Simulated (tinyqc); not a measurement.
Pillar capacitor in an array: capacitance, non-linearity, leakage and relaxation: two steps of the calculation.

A film between two metal electrodes, each interface adding a series capacitance ci. The small-signal permittivity is ek (1 + aq E^2); the field is found with the linear permittivity. Leakage J = J0 sinh(E/Ef). After a voltage step the film passes a relaxation current kr C V tt^(-nr), tt being the time in seconds. The sidewall is a coaxial capacitor with radii a = dm/2 and b = dm/2 + t, depth AR dm; the end face is left out.

Parameters, values chosen for the exercise; permittivity of the order of that of zirconium oxide:
- ek = 34 (relative permittivity of the film)
- t = 15 nm (film thickness)
- ci = 150 uF/cm^2 (capacitance of each electrode interface (dead layer and screening))
- aq = 0.0064 cm^2/MV^2 (quadratic field coefficient of the permittivity)
- V = 0.8 V (bias)
- J0 = 7.9e-11 A/cm^2 (leakage prefactor)
- Ef = 0.46 MV/cm (field for an e-fold rise of the leakage)
- dm = 120 nm (diameter of the pillar)
- AR = 30 (aspect ratio, depth over diameter)
- pt = 200 nm (pitch of the square array)
- rho = 200 uohm cm (resistivity of the inner electrode)

Constants: eps0 = 8.8541878128e-14 F/cm where lengths are in cm. Results are converted to the units shown.

Question 1. Planar capacitance, field and non-linearity. Planar film: Cf = eps0 ek/t, 1/C = 1/Cf + 2/ci, EOT = 3.9 eps0/C, effective permittivity C t/eps0, E = (V/t) C/Cf; quadratic coefficient [C(V)/C - 1]/V^2 with Cf (1 + aq E^2) in C(V).

Give: Cf; C; EOT; effective permittivity; E; quadratic coefficient; J.

Answer 1.

Cf = 2.0069 uF/cm^2
C = 1.9546 uF/cm^2
EOT = 1.7666 nm
effective permittivity = 33.114
E = 0.51943 MV/cm
quadratic coefficient = 2627.7 ppm/V^2
J = 1.0941e-10 A/cm^2

The interfaces take 2.61 % of the voltage.

Question 2. Cell capacitance, fields and time constant. Per length 1/c = ln(b/a)/(2 pi eps0 ek) + (1/a + 1/b)/(2 pi ci); cell capacitance c AR dm; per footprint over pt^2; fields c V/(2 pi eps0 ek r) at r = a and b; resistance of the inner electrode rho AR dm/(pi a^2); time constant R C/3 of the distributed line.

Find: a; b; cell capacitance; capacitance per footprint; field at a; field at b; R; R C/3.

Answer 2.

a = 60.00 nm
b = 75.00 nm
cell capacitance = 29.71 fF
capacitance per footprint = 74.29 uF/cm^2
field at a = 0.5818 MV/cm
field at b = 0.4655 MV/cm
R = 0.6366 kohm
R C/3 = 6.306 ps

The array gives 38.0 times the planar capacitance per footprint; curvature makes the field at the inner electrode 1.12 times the planar value.

Program tinyqc, `OMP_NUM_THREADS=1 python tinyqc.py 2102077 2102078 out.jsonl`; Intel Xeon 2.30GHz, shared host, one thread, about 0.01 s.
